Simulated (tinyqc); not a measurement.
Scattering rates of a carrier in a spherical band by Fermi's golden rule: one step, computed by the program tinyqc. Command: `OMP_NUM_THREADS=1 python tinyqc.py 3015157 3015158 out.jsonl scatter walk`. One thread of a shared host (Intel(R) Xeon(R) Processor @ 2.30GHz), about 0.01 s of CPU time with the checks.

All processes here are isotropic or elastic, and the rate listed is the momentum relaxation rate.

Problem. Optical or intervalley phonons. Kane band: hbar^2 k^2/(2 m) = E (1 + alpha E), speed v = hbar k/(m (1 + 2 alpha E)), states per spin, volume and energy g(E) = m k (1 + 2 alpha E)/(2 pi^2 hbar^2); overlap factors are set to 1. Masses are multiplied by m_0 and all formulas are in SI units. Phonon occupation N_q = 1/(exp(hbar w/(k_B T)) - 1). Optical or intervalley deformation potential: 1/tau = (pi Z_f D_o^2/(rho w)) [N_q g(E + hbar w) + (N_q + 1) g(E - hbar w)], with g = 0 below the band edge.

Inputs (values chosen for the exercise, modelled on electrons in diamond):
```
quantity                                          value       unit
density-of-states mass of one valley m            0.484        m_0
non-parabolicity alpha                              0.2       1/eV
density rho                                        3515     kg/m^3
phonon energy hbar w                                139        meV
optical or intervalley deformation potential D_o    8.7  1e8 eV/cm
final valleys Z_f                                     5          -
temperature T                                       400          K
carrier energy E                                    230        meV
```

Crystal: non-polar. Band: Kane. Impurity formula: Brooks-Herring. Further scattering: none.

Constants: e = 1.602176634e-19 C; hbar = 6.582119569e-16 eV s; k_B = 8.617333262e-05 eV/K; m_0 = 9.1093837015e-31 kg; hbar = 1.054571817e-34 J s.

Give: absorption rate; emission rate.

Solution.

absorption rate = 3.8373e+11 1/s

emission rate = 9.4526e+12 1/s

Emission is 24.6 times absorption here.
